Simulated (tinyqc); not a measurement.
Voltage drop against the pad pitch.

A grid of 17 by 17 nodes with segments Rx (rows) and Ry (columns); every node draws I1 and the central node kh I1; pads with resistance Rp sit at the nodes whose row and column are multiples of the pitch, counting from 0. The drops u = Vdd - V follow from G u = i, with G the conductance matrix and i the load currents, solved directly.

Values chosen for this exercise: supply voltage Vdd = 0.8 V; resistance of a horizontal segment Rx = 1.4 ohm; resistance of a vertical segment Ry = 0.19 ohm; resistance from a pad node to the supply Rp = 0.037 ohm; factor on the load at the hot node kh = 8; load current of a node in the large grid I1 = 0.14 mA.

Voltage drop against the pad pitch:
columns A: pitch (nodes); B: pads; C: worst drop (mV); D: mean drop (mV); E: largest drop at a pad (mV); F: largest pad current (mA); G: worst drop over Vdd (%)
```
A     B         C          D         E        F          G
1   289  0.031311  0.0053055  0.031311  0.84624  0.0039139
2    81   0.13689   0.076762  0.049982   1.3509   0.017111
4    25   0.58556    0.39664   0.11240   3.0379   0.073195
8     9    2.4101     1.7960   0.32544   8.7956    0.30126
16    4    10.317     7.6386   0.38332   10.360     1.2896
```

The worst drop goes from 0.0313 to 10.3 mV while the number of pads falls from 289 to 4; between the last two rows it goes as pitch^(2.10). The largest drop at a pad is 100 % of the worst drop in the first row and 3.72 % in the last; the rest falls along the wires.

tinyqc, about 0.1 s, one thread, Intel Xeon 2.30GHz (shared host): `OMP_NUM_THREADS=1 python tinyqc.py 2770178 2770179 out.jsonl`
